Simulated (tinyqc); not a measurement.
Surface approximation against the full path: Rutherford backscattering from a thin compound film on silicon: kinematics, yields, composition and thickness. Computed by tinyqc, a small Python program. Command: `OMP_NUM_THREADS=1 python tinyqc.py 3029213 3029214 out.jsonl rbs walk`. One thread of a shared host (Intel(R) Xeon(R) Processor @ 2.30GHz), about 0.01 s of CPU time with the checks.

Singly charged helium ions (Z1 = 2, M1 = 4.0026 u) enter at the tilt angle a1 to the normal and leave at a2 = |180 - theta - tilt| in the same plane. The film is A B_x.

Inputs (values chosen for the exercise, modelled on a helium beam on HfO2):

| quantity | value | unit |
|---|---|---|
| beam energy E0 | 1.8 | MeV |
| scattering angle theta | 170 | degrees |
| tilt of the sample | 7 | degrees |
| heavy element: mass M_A | 178.5 | u |
| heavy element: stopping eps_A at 2 MeV | 116 | 1e-15 eV cm^2 |
| light element: mass M_B | 16 | u |
| light element: stopping eps_B at 2 MeV | 35.7 | 1e-15 eV cm^2 |
| atoms of B per atom of A, x | 2.01 | - |
| atomic density of the film | 84.1 | 1/nm^3 |
| film thickness d | 7.3 | nm |
| detector resolution (FWHM) | 14 | keV |

Method:
- Kinematic factor K = [(sqrt(M^2 - M1^2 sin^2 theta) + M1 cos theta)/(M + M1)]^2.
- Surface edges lie at K E0; substrate silicon has M = 28.09 u. Mass resolution at M_A = resolution/(E0 dK/dM).
- Stopping per atom eps(E) = eps(2 MeV) (E/2 MeV)^(-0.4) (a law chosen for the exercise); Bragg rule eps_film = (eps_A + x eps_B)/(1 + x); areal density N d, with 1/nm^2 = 0.1 x 1e15/cm^2.
- Width of the signal of element i: [K_i eps(E0)/cos a1 + eps(K_i E0)/cos a2] N d; depth resolution = resolution x d/width of A; energy lost on the way in = eps(E0) N d/cos a1.
- Surface approximation as above. Full path: dE/ds = -eps(E) integrates to E^1.4 = E(start)^1.4 - 1.4 eps(2 MeV) 2000^0.4 s (keV), applied in (s = N d/cos a1), then K, then out (s = N d/cos a2); width = K E0 - exit energy. The last column is the error in thickness if the full width is read with the surface formula.

energy lost on the way in = 4.02440 keV

widths (keV): A 7.82649, B 7.46124

surface edges (keV): A 1646.68, B 652.49, Si 1018.41

kinematic factors: A 0.914820, B 0.362497, Si 0.565784

Widths (keV):

| d (nm) | A, surface | A, full | B, full | error (%) |
|---|---|---|---|---|
| 5 | 5.36 | 5.36 | 5.12 | 0.0652 |
| 10 | 10.72 | 10.74 | 10.25 | 0.1307 |
| 20 | 21.44 | 21.50 | 20.57 | 0.2625 |
| 50 | 53.61 | 53.96 | 51.95 | 0.6641 |
| 100 | 107.21 | 108.67 | 105.76 | 1.3559 |
| 150 | 160.82 | 164.16 | 161.78 | 2.0775 |
| 200 | 214.42 | 220.50 | 220.49 | 2.8319 |
| 300 | 321.64 | 335.96 | 349.23 | 4.4519 |

What follows from these numbers?

The error grows roughly in proportion to thickness, from 0.07 % to 4.5 %, because the ion slows and the stopping rises along the path. The signals of A and B would overlap once the width of A exceeds the gap between the edges, 994 keV. Ions from B leave the thickest film below about 0.6 MeV, where the power law overstates the stopping. Caution: the ions scattered from B leave near or below the stopping maximum (some 0.6 to 0.8 MeV), where the power law chosen here overstates the stopping and the width of B.

Extremes, crossings and ranges named in words are read from the listed rows.
